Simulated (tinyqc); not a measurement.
# Changing the valley separation dE

Model: two-valley model of the transferred-electron effect. Computed by tinyqc, a small Python program. Command: `OMP_NUM_THREADS=1 python tinyqc.py 3011982 3011983 out.jsonl gunn sweep`. One thread of a shared host (Intel(R) Xeon(R) Processor @ 2.30GHz), about 0.01 s of CPU time with the checks.

Both kinds of valley share one electron temperature T_e, and each has a constant mobility.

Inputs (values chosen for the exercise, modelled on InP):
```
quantity                       value        unit
central-valley mass m1         0.078         m_0
satellite-valley mass m2        0.25         m_0
satellite valleys Z                4           -
central-valley mobility mu1     4400  cm^2/(V s)
satellite-valley mobility mu2    150  cm^2/(V s)
energy relaxation time tau_E    0.57          ps
lattice temperature T            300           K
```

Solver: bisection.

Constants: k_B = 8.617333262e-05 eV/K.

Method. Density-of-states ratio R = Z (m2/m1)^(3/2); n2/n1 = R exp(-dE/(k_B T_e)); mean mobility mu = (mu1 + mu2 n2/n1)/(1 + n2/n1); energy balance e mu F^2 = (3/2) k_B (T_e - T)/tau_E; v = mu F. Using T_e as the parameter, F(T_e) = sqrt(3 k_B (T_e - T)/(2 e mu tau_E)) and v = mu F; find the first maximum and the next minimum of v, and the most negative dv/dF between them.

One run for each value; columns: (1) valley separation dE (eV); (2) threshold field (kV/cm); (3) peak velocity (1e7 cm/s); (4) peak-to-valley ratio; (5) T_e at the threshold (K):
```
(1)      (2)     (3)     (4)     (5)
0.24   8.069  1.7436  1.0185   920.4
0.33   8.390  2.1890  1.0571  1109.9
0.43   9.216  2.6086  1.0850  1360.1
0.58  10.495  3.1417  1.1101  1754.0
0.77  11.991  3.7124  1.1282  2263.1
1.00  13.615  4.3052  1.1410  2884.8
1.40  16.075  5.1786  1.1533  3971.0
```

Over the rows, threshold field (kV/cm) rises from 8.07 to 16.1 (exponent d ln y / d ln x 0.12 between the first rows and 0.49 between the last); peak velocity (1e7 cm/s) rises from 1.74 to 5.18 (exponent d ln y / d ln x 0.71 between the first rows and 0.55 between the last); peak-to-valley ratio rises from 1.02 to 1.15 (exponent d ln y / d ln x 0.12 between the first rows and 0.032 between the last).  Left out: 0.140, 0.180 (no negative differential mobility).

Caution (rows 1.40): T_e at the threshold exceeds 3000 K, outside the range of a Maxwellian in parabolic valleys.

Extremes, crossings and ranges named in words are read from the listed rows.
